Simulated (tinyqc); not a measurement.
## The weight eta from points of equal mobility

Problem. If the mobility depends on E = q (Ndep + eta Ns)/(eps0 eps_r) alone, two points of equal mobility on its falling branch have equal E. Find eta and E.

Inputs (values chosen for the exercise):
```
symbol,value,unit,meaning
eps_r,11.7,,relative permittivity of the semiconductor
```

Constants: q = 1.602176634e-19 C, eps0 = 8.8541878128e-14 F/cm where lengths are in cm. Results are converted to the units shown.

Ndep at two body biases (cm^-2): [7.5175435e11, 1.2850657e12]
Ns at which the mobility is the same (cm^-2): [5e12, 3.9744013e12]

Solution. eta is the ratio of the differences of Ndep and Ns.

eta = 0.520
E = 0.518 MV/cm

Numbers from tinyqc (`OMP_NUM_THREADS=1 python tinyqc.py 2510054 2510055 out.jsonl`; about 0.01 s on one thread of a shared Intel Xeon 2.30GHz).
